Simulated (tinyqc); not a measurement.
# Worked calculation: metal gate on a two-layer dielectric stack with fixed charge and a dipole

Computed by the program tinyqc: `OMP_NUM_THREADS=1 python tinyqc.py 2010148 2010149 out.jsonl`, one thread of a shared Intel Xeon 2.30GHz, about 0.01 s for the whole run. Printed values are rounded.

Gate, layer 2, layer 1, p-type semiconductor; x runs from the gate inwards. Charges are counted in units of +q. psi is the band bending at the surface, positive towards inversion. Classical charge, Boltzmann statistics, no interface traps.

Parameters, values chosen for the exercise; band and dielectric values close to those of silicon, layer 1 close to silicon dioxide, layer 2 close to aluminium oxide:
- T = 350 K (temperature)
- Eg = 1.12 eV (band gap)
- eps_r = 11.6 (relative permittivity)
- Nc = 3.57e19 cm^-3 (conduction-band density of states at T)
- Nv = 3.29e19 cm^-3 (valence-band density of states at T)
- chi = 3.98 eV (electron affinity)
- Na = 1.7e17 cm^-3 (acceptor density)
- pM = 5.05 eV (work function of the gate metal)
- t1 = 1.8 nm (thickness of layer 1, next to the semiconductor)
- e1 = 3.82 (relative permittivity of layer 1)
- t2 = 6 nm (thickness of layer 2, next to the gate)
- e2 = 8.87 (relative permittivity of layer 2)
- Q1 = 7.4e10 cm^-2 (fixed charge at the semiconductor interface)
- Q2 = 3.3e11 cm^-2 (fixed charge between the layers)
- r1 = 0 cm^-3 (uniform charge density in layer 1)
- r2 = 2.3e18 cm^-3 (uniform charge density in layer 2)
- Vd = -0.28 V (flat-band shift by a dipole layer between the layers)
- ps = -0.177 V (band bending psi of the working point)

Constants: q = 1.602176634e-19 C, kB = 1.380649e-23 J/K, Vt = kB T/q, eps0 = 8.8541878128e-14 F/cm where lengths are in cm. Results are converted to the units shown.

Range of the model: At the working point ps the carrier density at the surface is 1.8 times the band density of states, where degeneracy and quantisation, left out here, matter.

## Equivalent thickness and work-function difference

EOT = 3.9 (t1/e1 + t2/e2), Cox = eps0/(t1/e1 + t2/e2); phi_ms = pM - (chi + Eg - Vt ln(Nv/Na)).

EOT = 4.47580 nm
Cox = 0.771512 uF/cm^2
share of layer 1 in the EOT = 41.0585 %
phi_ms = 0.108809 V

## Flat-band voltage, term by term

EOT = 3.9 (t1/e1 + t2/e2), Cox = eps0/(t1/e1 + t2/e2); phi_ms = pM - (chi + Eg - Vt ln(Nv/Na)). Vfb = phi_ms + Vd - (q/eps0) [Q1 (t1/e1 + t2/e2) + Q2 t2/e2 + r1 (t1^2/(2 e1) + t1 t2/e2) + r2 t2^2/(2 e2)]: each charge counts with its electrical distance from the gate.

terms (V): phi_ms 0.108809, dipole -0.280000, Q1 -0.015367, Q2 -0.040393, r1 0.000000, r2 -0.084458
Vfb = -0.311409 V

Apart from phi_ms the largest term is that of dipole, -280 mV; all charges and the dipole together move Vfb by -420 mV.

## Threshold voltage

ni = sqrt(Nc Nv) exp(-Eg/(2 Vt)), Eg in volts, pB = Vt ln(Na/ni), Vth = Vfb + 2 pB + sqrt(4 q eps0 eps_r Na pB)/Cox.

ni = 2.95997e11 cm^-3
pB = 0.399959 V
depletion charge = 0.211554 uC/cm^2
Vth = 0.762717 V

## Charge in the semiconductor

ni = sqrt(Nc Nv) exp(-Eg/(2 Vt)), Eg in volts. Qs = -sign(psi) sqrt(2 q eps0 eps_r Na Vt [exp(-u) + u - 1 + (ni/Na)^2 (exp(u) - u - 1)]), u = psi/Vt.

Qs = 0.765076 uC/cm^2

The surface is accumulated.

## Fields and voltage drops

Gauss: D = -Qs just inside the semiconductor; going towards the gate subtract q Q1, then q r1 t1, q Q2 and q r2 t2. Field = D/(eps0 e); the drop over a layer is its mean field times its thickness; Vg = phi_ms + Vd + psi + both drops.

```
place                        D (uC/cm^2)  field (MV/cm)
layer 2, gate side              -1.05090       -1.33811
layer 2, inner side             -0.82980       -1.05658
layer 1, outer side             -0.77693       -2.29705
layer 1, semiconductor side     -0.77693       -2.29705
semiconductor surface           -0.76508       -0.74490
```

drop over layer 2 = -0.718407 V
drop over layer 1 = -0.413470 V
Vg = -1.48007 V

The same Vg follows from Vfb + psi - Qs/Cox. The largest field, 2.30 MV/cm in size, is at: layer 1, outer side.
